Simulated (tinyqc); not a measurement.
Shallow acceptor in the spherical model (Baldereschi-Lipari), strong spin-orbit limit. Changing the Luttinger gamma_1. Computed by tinyqc, a small Python program. Command: `OMP_NUM_THREADS=1 python tinyqc.py 3013902 3013903 out.jsonl acceptor sweep`. One thread of a shared host (Intel(R) Xeon(R) Processor @ 2.30GHz), about 0.02 s of CPU time with the checks.

The 1S(3/2) state has an s envelope f(r) and a d envelope g(r). In effective units they obey -(f'' + 2f'/r + 2f/r) + mu (g'' + 5g'/r + 3g/r^2) = E f and -(g'' + 2g'/r - 6g/r^2 + 2g/r) + mu (f'' - f'/r) = E g. The cubic term, the split-off band and the central cell are left out.

Inputs (values chosen for the exercise, modelled on CdTe):
```
quantity,value,unit
Luttinger gamma_2,1.12,-
Luttinger gamma_3,1.62,-
dielectric constant eps,10.4,-
spin-orbit gap Delta_so,912,meV
```

Constants: Ry = 13.605693123 eV; a_0 = 0.529177210903 angstrom.

Method:
- Ry* = Ry/(gamma_1 eps^2), a* = a_0 eps gamma_1, mu = (6 gamma_3 + 4 gamma_2)/(5 gamma_1), delta = (gamma_3 - gamma_2)/gamma_1; spherical masses 1/(gamma_1 (1 - mu)) (heavy) and 1/(gamma_1 (1 + mu)) (light).
- Basis: f_i = exp(-zeta_i r), g_i = r exp(-zeta_i r), weight r^2 dr, s = zeta_i + zeta_j. S_ff = 2/s^3, H_ff = zeta_i zeta_j S_ff - 2/s^2; S_gg = 24/s^5, H_gg = 8/s^3 + 24 zeta_i zeta_j/s^5 - 12/s^4; H(f_i, g_j) = mu (6 zeta_i^2/s^4 + 2 zeta_i/s^3); S_fg = 0. Each function is normalised by sqrt(S_ii).
- Large basis: zeta_i = 0.08 x 1.55^(i-1), i = 1..20 in each channel; overlap eigenvalues below 1e-11 are dropped.
- Binding energies are -E Ry*; the mass that fits is E(1S) eps^2/Ry.

One run for each value:
```
Luttinger gamma_1,1S(3/2) binding energy (meV),d weight of 1S(3/2),mu,Ry* (meV)
3.09,236.19,0.40733,0.91909,40.709
3.67,79.80,0.27730,0.77384,34.276
4.36,47.84,0.19129,0.65138,28.851
5.18,33.62,0.13301,0.54826,24.284
6.16,25.36,0.09282,0.46104,20.421
7.33,19.88,0.06494,0.38745,17.161
8.71,15.98,0.04569,0.32606,14.442
10.30,13.11,0.03253,0.27573,12.213
```

What does the table show?

Over the rows, 1S(3/2) binding energy (meV) falls from 236 to 13.1 (exponent d ln y / d ln x -6.3 between the first rows and -1.2 between the last); d weight of 1S(3/2) falls from 0.407 to 0.0325 (exponent d ln y / d ln x -2.2 between the first rows and -2.0 between the last); mu falls from 0.919 to 0.276 (exponent d ln y / d ln x about -1.00 throughout).

Caution (rows 3.09): the binding exceeds a fifth of the spin-orbit gap Delta_so, so the split-off band, left out, matters. Caution (rows 3.09, 3.67): the orbit is only a few bond lengths wide, so central-cell terms matter.
